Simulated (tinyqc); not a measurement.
Lifetime against injection: carrier lifetime from Shockley-Read-Hall, radiative, Auger and surface recombination. Computed by tinyqc, a small Python program. Command: `OMP_NUM_THREADS=1 python tinyqc.py 3019763 3019764 out.jsonl lifetime walk`. One thread of a shared host (Intel(R) Xeon(R) Processor @ 2.30GHz), about 0.02 s of CPU time with the checks.

Energies are counted from the top of the valence band. Boltzmann statistics, full ionisation, and equal excess densities of electrons and holes.

Inputs (values chosen for the exercise, with bands modelled on germanium):
```
quantity,value,unit
gap E_g,0.672,eV
electron mass m_e,0.225,m_0
valleys M_c,4,-
hole mass m_h,0.352,m_0
temperature T,250,K
doping N,5.9e+16,cm^-3
trap level E_t,0.243,eV
trap density N_t,2.4e+12,cm^-3
electron cross-section sigma_n,3.5e-15,cm^2
hole cross-section sigma_p,1.7e-15,cm^2
radiative coefficient B,2.1e-14,cm^3/s
Auger coefficient C_n,2.5e-31,cm^6/s
Auger coefficient C_p,2.6e-31,cm^6/s
diffusion coefficient D,6.9,cm^2/s
surface velocity S,1100,cm/s
thickness W,9.6,micrometre
```

Doping: n-type. Surface term: two equal surfaces.

Constants: m_0 = 9.1093837015e-31 kg; k_B = 1.380649e-23 J/K; h = 6.62607015e-34 J s; k_B = 8.617333262e-05 eV/K.

Method:
- N_c = 2 M_c (2 pi m_e k_B T/h^2)^(3/2) and N_v = 2 (2 pi m_h k_B T/h^2)^(3/2), masses in units of m_0.
- n_i = sqrt(N_c N_v) exp(-E_g/2 k_B T); majority density N/2 + sqrt(N^2/4 + n_i^2), minority density n_i^2 over it.
- v = sqrt(3 k_B T/m) with m_e or m_h; tau_n0 = 1/(sigma_n v_n N_t), tau_p0 = 1/(sigma_p v_p N_t); n1 = N_c exp(-(E_g - E_t)/k_B T), p1 = N_v exp(-E_t/k_B T).
- The slowest diffusion mode has x tan x = S W/(2 D) with 0 < x < pi/2 (bisection), and tau_s = W^2/(4 x^2 D). The common approximation is W/(2 S) + W^2/(pi^2 D).
- With n = n_0 + dn, p = p_0 + dn and U/dn = 1/tau: (n p - n_i^2)/dn = n_0 + p_0 + dn = s; 1/tau_SRH = s/[tau_p0 (n + n1) + tau_n0 (p + p1)]; 1/tau_rad = B s; 1/tau_Aug = (C_n n + C_p p) s; the rates add, with 1/tau_s.
- Rows stop below half the smaller effective density of states.

N_c = 8.14956e+18 cm^-3

N_v = 3.98671e+18 cm^-3

n_0 = 5.90000e+16 cm^-3

p_0 = 1.56305e+07 cm^-3

tau_p0 = 1.36390e-05 s

n1 = 1.83179e+10 cm^-3

tau_n0 = 5.29644e-06 s

p1 = 5.03442e+13 cm^-3

tau_s = 4.47550e-07 s

Lifetimes (s):
```
dn (cm^-3),SRH,radiative,Auger,effective,radiative efficiency,fastest channel
1.00e+10,1.3644e-05,8.0710e-04,1.1491e-03,4.3294e-07,0.0005364,surface
1.00e+11,1.3644e-05,8.0710e-04,1.1491e-03,4.3294e-07,0.0005364,surface
1.00e+12,1.3644e-05,8.0709e-04,1.1490e-03,4.3294e-07,0.0005364,surface
1.00e+13,1.3644e-05,8.0697e-04,1.1485e-03,4.3294e-07,0.0005365,surface
1.00e+14,1.3653e-05,8.0574e-04,1.1432e-03,4.3295e-07,0.0005373,surface
1.00e+15,1.3732e-05,7.9365e-04,1.0922e-03,4.3302e-07,0.0005456,surface
1.00e+16,1.4410e-05,6.9013e-04,7.3011e-04,4.3354e-07,0.0006282,surface
1.00e+17,1.6972e-05,2.9949e-04,9.5655e-05,4.3344e-07,0.0014473,surface
1.00e+18,1.8641e-05,4.4966e-05,1.7995e-06,3.4892e-07,0.0077596,surface
```

What follows from these numbers?

tau_SRH goes from 1.36e-5 s at low injection (the minority capture time, 1.36e-5 s) to 1.86e-5 s in the last row; at high injection it tends to tau_n0 + tau_p0 = 1.89e-5 s. Ruling channel by row: surface from 1e10 cm^-3.

Extremes, crossings and ranges named in words are read from the listed rows.
